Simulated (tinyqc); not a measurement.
Capture against temperature: configuration-coordinate model of carrier capture at a defect.

Two parabolas of equal curvature k in one coordinate Q: with the carrier free at the band edge, U_f = k Q^2/2; with the carrier trapped, U_t = k (Q - dQ)^2/2 - ET. ER = k dQ^2/2, Huang-Rhys factor S = ER/hw, hw = 0.0646541 sqrt(k/M) eV for k in eV/angstrom^2 and M in u. The curves cross at a height Eb = (ER - ET)^2/(4 ER) above the free minimum.

Multiphonon factor for giving p = ET/hw phonons to the lattice: W = exp(-S (2 nb + 1)) ((nb + 1)/nb)^(p/2) I_p(x), nb = 1/(exp(hw/kT) - 1), x = 2 S sqrt(nb (nb + 1)), I_p the modified Bessel function. Classical limit: W = hw exp(-Eb/kT)/sqrt(4 pi ER kT). At T = 0: exp(-S) S^p/Gamma(p + 1).

Constants: kB = 8.617333262e-05 eV/K.

Values chosen for the exercise (out of a larger set: of the size met at a deep level in GaN; not measured data): ET = 0.92 eV (thermal depth of the level below the band edge); ER = 0.58 eV (relaxation energy); hw = 0.036 eV (phonon energy of the mode).

The local activation energy is -d ln W/d(1/kT), by central differences with T changed by 1 %.

Against T:
```
T (K)  kT/hw  log10 W  log10 W, classical  activation energy (eV)
40     0.096   -2.123              -6.922                  0.0000
60     0.144   -2.122              -4.917                  0.0001
80     0.191   -2.116              -3.933                  0.0006
120    0.287   -2.082              -2.975                  0.0033
160    0.383   -2.028              -2.514                  0.0076
220    0.527   -1.937              -2.155                  0.0139
300    0.718   -1.834              -1.918                  0.0198
400    0.957   -1.744              -1.772                  0.0228
550    1.317   -1.666              -1.669                  0.0219
```

log10 W at T = 0 = -2.123
Eb = 0.0498 eV

What can be read from this table?

At 40 K log10 W is -2.12, against -2.12 at T = 0 and -6.9 classically; at 550 K the two forms differ by 0.00. The activation energy read from an Arrhenius plot goes from 0.000 eV at 40 K to 0.022 at 550 K, with its largest value 0.023 at 400 K, against Eb = 0.050 eV; the classical form itself gives Eb - kT/2. A measured slope therefore understates the barrier.

tinyqc: `OMP_NUM_THREADS=1 python tinyqc.py 1450020 1450021 out.jsonl`; about 0.01 s, one thread, shared Intel(R) Xeon(R) Processor @ 2.30GHz.
